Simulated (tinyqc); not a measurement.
Metal-interlayer-semiconductor contact, depinning against tunnelling resistance: one step of the calculation.

Zero bias, n-type semiconductor. Gap states at the semiconductor surface thin out as exp(-be ti), which unpins the barrier; electrons must then cross the interlayer (a rectangular barrier, no voltage drop across it) and the parabolic depleted layer, both by WKB. Energies E are counted from the Fermi level; no image force, parabolic bands.

Task. Pinning, barrier and scales. S = 1/(1 + (1/S0 - 1) exp(-be ti)); phiB = S (phiM - chi) + (1 - S)(Eg - E0); xi = Ec - EF deep inside, from Nd = Nc F(-xi/Vt), F(x) = (2/sqrt(pi)) int_0^infinity sqrt(u) du/(1 + exp(u - x)); band bending U = phiB - xi; E00 = (hbar/2) sqrt(Nd/(eps0 eps_r mt m0)) in volts; A = 4 pi q mA m0 kB^2/h^3.

Values chosen for this exercise; semiconductor values close to those of In0.53Ga0.47As; interlayer mass of the order of that in aluminium oxide, offset chosen freely:
```
symbol,value,unit,meaning
T,250,K,temperature
Eg,0.737,eV,band gap
eps_r,13.5,,relative permittivity
chi,4.52,eV,electron affinity
Nc,1.6e17,cm^-3,conduction-band density of states at T
mt,0.0412,m0,tunnelling mass in the semiconductor
mA,0.0414,m0,Richardson mass
Nd,8.1e17,cm^-3,donor density
E0,0.49,eV,charge-neutrality level above the valence band
S0,0.15,,pinning factor without interlayer
phiM,4.6,eV,metal work function
ti,0.8,nm,interlayer thickness
be,2.7,1/nm,decay constant of gap states through the interlayer
```

Constants: q = 1.602176634e-19 C, kB = 1.380649e-23 J/K, eps0 = 8.8541878128e-12 F/m, hbar = 1.054571817e-34 J s, h = 6.62607015e-34 J s, m0 = 9.1093837015e-31 kg, Vt = kB T/q. Results are converted to the units shown.

Find: S; phiB; xi; U; E00; A.

Result.

S = 0.6048
phiB = 0.1460 eV
xi = -0.07113 eV
U = 0.2171 eV
E00 = 0.02241 eV
A = 4.975 A/(cm^2 K^2)

Computed by the program tinyqc: `OMP_NUM_THREADS=1 python tinyqc.py 2270160 2270161 out.jsonl`, one thread of a shared Intel Xeon 2.30GHz, about 0.03 s for the whole run.
